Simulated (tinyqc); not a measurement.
Bulk resistivity and mean free path from two films.

Problem. In the thick-film limit single-crystal films obey rho = rho0 (1 + 3 (1 - ps) lam/(8 d)). Find rho0, lam and the product rho0 lam.

Inputs (values chosen for the exercise): specular share of surface scattering ps = 0.

rho at d = 81 and 260 nm (uohm cm): [2.0361296, 1.8184865]

Solution. rho is a straight line in 1/d: the intercept is rho0 and the slope (3/8)(1 - ps) rho0 lam. Without ps only the product (1 - ps) lam could be found.

rho0 = 1.720 uohm cm
lam = 39.70 nm
rho0 lam = 68.28 uohm cm nm

Computed by the program tinyqc: `OMP_NUM_THREADS=1 python tinyqc.py 2100171 2100172 out.jsonl`, one thread of a shared Intel Xeon 2.30GHz, about 0.01 s for the whole run.
